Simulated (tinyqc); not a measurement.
When the band splits: coherent potential approximation for a binary alloy with a semi-elliptic band.

Site levels eA = -x d (share 1 - x) and eB = (1 - x) d (share x), so that their mean, the virtual crystal, is 0. Pure band: G0(z) = 2 (z - sqrt(z - W) sqrt(z + W))/W^2 with principal roots, density -Im G/pi per site. The medium has a self-energy S(z), G = G0(z - S), z = E + i eta. t_i = (e_i - S)/(1 - (e_i - S) G); the CPA demands <t> = (1 - x) tA + x tB = 0. Iteration: start at S = 0, set S(new) = S + <t>/(1 + <t> G), stop when |<t>| < 1e-9 eV.

Parameters, chosen for this exercise:

| symbol | value | unit | meaning |
|---|---|---|---|
| W | 3.7 | eV | half width of the pure band |
| x | 0.1 |  | fraction of B |
| eta | 0.074 | eV | broadening |

x as given, d varied, eta as given. The density is taken at E = (eA + eB)/2 and at E = eA + eB = (1 - 2x) d, where S has its pole for well split bands; a gap shows as a density of the size of the broadening tail.

Between the two levels:

| d/W | d (eV) | density at the midpoint (1/eV) | density at (1 - 2x) d (1/eV) | Im S at the midpoint (eV) |
|---|---|---|---|---|
| 0.2 | 0.74 | 0.1669 | 0.1652 | -0.025 |
| 0.4 | 1.48 | 0.1622 | 0.1545 | -0.087 |
| 0.6 | 2.22 | 0.1551 | 0.1348 | -0.158 |
| 0.8 | 2.96 | 0.1461 | 0.1010 | -0.214 |
| 1.0 | 3.70 | 0.1351 | 0.0262 | -0.245 |
| 1.2 | 4.44 | 0.1214 | 0.0097 | -0.252 |
| 1.5 | 5.55 | 0.0929 | 0.0121 | -0.222 |
| 2.0 | 7.40 | 0.0062 | 0.0096 | -0.042 |

The midpoint density falls from 0.167 to 0.0062 1/eV; it first drops below a tenth of the pure peak (0.017) at d/W = 2. At (1 - 2x) d the density drops below that mark at d/W = 1.2, so the bands have parted by then (this mark lags the true splitting), and is least, 0.0096, at d/W = 2. For x = 1/2 the two coincide and the band splits at d = W exactly; here x = 0.1. The size of Im Sigma at the midpoint is largest at d/W = 1.2. It is a lifetime only where the density there is finite; for well separated bands, d/W above 1/(2 sqrt(x (1 - x))), S has a pole in the gap at (1 - 2x) d.

Run: tinyqc, `OMP_NUM_THREADS=1 python tinyqc.py 1451726 1451727 out.jsonl`; Intel(R) Xeon(R) Processor @ 2.30GHz, one thread, shared host; about 0.01 s of CPU time with all checks.
